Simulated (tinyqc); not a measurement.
Resistance of a tapered via with liner, size effect and interface: one step of the calculation.

A round via whose diameter grows from db at the bottom as D(z) = db + 2 z/tan(ang). The fill, of diameter D - 2 tl, starts above the bottom liner (thickness fb tl) and has rho = rho0 (1 + ks lam/(D - 2 tl)); the sidewall liner conducts in parallel with it. The bottom liner and the interface are crossed over the full area pi db^2/4. Spreading in the lines above and below is left out.

Problem. Slices of the via. Slices between z0 = fb tl and hv, evaluated at their midpoints: conductance per length pi/4 [(D - 2 tl)^2/rho + (D^2 - (D - 2 tl)^2)/rl], slice resistance = slice height over that. 6 slices.

Parameters, values chosen for the exercise; fill metal close to ruthenium:
- db = 12 nm (diameter at the bottom)
- hv = 42 nm (height)
- ang = 88 degrees (sidewall angle)
- rho0 = 7.76 uohm cm (bulk resistivity of the fill)
- lam = 6.4 nm (mean free path of the fill)
- ks = 1 (size-effect factor)
- tl = 0.4 nm (liner on the sidewall)
- fb = 0.7 (liner at the bottom over that on the sidewall)
- rl = 250 uohm cm (resistivity of the liner)

Wanted: z; D; rho; slice resistance.

Solution.

```
slice  z (nm)  D (nm)  rho (uohm cm)  slice resistance (ohm)
0       3.757   12.26          12.09                   8.092
1       10.71   12.75          11.92                   7.342
2       17.66   13.23          11.75                   6.690
3       24.62   13.72          11.60                   6.119
4       31.57   14.20          11.46                   5.617
5       38.52   14.69          11.34                   5.173
```

tinyqc, about 0.01 s, one thread, Intel Xeon 2.30GHz (shared host): `OMP_NUM_THREADS=1 python tinyqc.py 2750063 2750064 out.jsonl`
